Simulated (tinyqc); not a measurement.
Double-gate transistor below threshold, two-dimensional Poisson equation on a small mesh: two steps of the calculation.

Half of a symmetric double-gate structure: row 0 is the mid-plane of the body, where the normal field vanishes. Mobile charge is neglected (subthreshold), the body is fully depleted, and potentials are counted from the intrinsic level; rows run upward to the gate, columns from source to drain.

Values chosen for this exercise:
- T = 273 K (temperature)
- Vbi = 0.45 V (potential of the source)

Constants: q = 1.602176634e-19 C, kB = 1.380649e-23 J/K, Vt = kB T/q. Results are converted to the units shown.

Problem 1. Jacobi sweep. Free nodes: rows 0..2, columns 1..4, taken row by row from row 0, left to right. t = (up psi(above) + dn psi(below) + lat [psi(left) + psi(right)] + s)/(up + dn + 2 lat), with all neighbours from the previous sweep; psi(new) = t.

psi after iteration 1 (V):
```
,j=0,j=1,j=2,j=3,j=4,j=5
row 0,0.4500000,0.0944845,0.0700000,0.0700000,0.1589175,1.4500000
row 1,0.4500000,0.0944845,0.0700000,0.0700000,0.1589175,1.4500000
row 2,0.4500000,0.0921963,0.0700000,0.0700000,0.1506075,1.4500000
row 3,0.0700000,0.0700000,0.0700000,0.0700000,0.0700000,0.0700000
```

```
row,up,dn,lat,s (V)
0,30.42,0,2.25,0
1,30.42,30.42,4.5,0
2,22.5,30.42,3.5,0
```

Wanted: psi after iteration 2.

Solution 1.

psi after iteration 2 (V):
```
,j=0,j=1,j=2,j=3,j=4,j=5
row 0,0.450,0.116,0.072,0.076,0.236,1.450
row 1,0.450,0.115,0.072,0.076,0.233,1.450
row 2,0.450,0.105,0.071,0.075,0.196,1.450
row 3,0.070,0.070,0.070,0.070,0.070,0.070
```

Problem 2. Barrier, swing and barrier lowering. The barrier is read along row 0, the path farthest from the gate. Take the node j of lowest psi: barrier Vbi - psi_j; swing Vt ln 10/(d psi_j/dVg); DIBL = (d psi_j/dVd)/(d psi_j/dVg). The derivatives solve the same equations with s = 0 and a unit change of that voltage.

converged psi (V):
```
,j=0,j=1,j=2,j=3,j=4,j=5
row 0,0.4500000,0.2177155,0.1602231,0.2378624,0.5614033,1.4500000
row 1,0.4500000,0.2047871,0.1502281,0.2196745,0.5196092,1.4500000
row 2,0.4500000,0.1636555,0.1218892,0.1673906,0.3845524,1.4500000
row 3,0.0700000,0.0700000,0.0700000,0.0700000,0.0700000,0.0700000
```

d psi/dVg on row 0: j=0 0.00000000, j=1 0.63686432, j=2 0.85336049, j=3 0.85336049, j=4 0.63686432, j=5 0.00000000
d psi/dVd on row 0: j=0 0.0000000, j=1 0.0097240, j=2 0.0345001, j=3 0.1121394, j=4 0.3534117, j=5 1.0000000

Give: j; barrier; swing; DIBL.

Solution 2.

j = 2
barrier = 0.2898 V
swing = 63.48 mV/decade
DIBL = 40.43 mV/V

Computed by the program tinyqc: `OMP_NUM_THREADS=1 python tinyqc.py 2480065 2480066 out.jsonl`, one thread of a shared Intel Xeon 2.30GHz, about 0.1 s for the whole run.
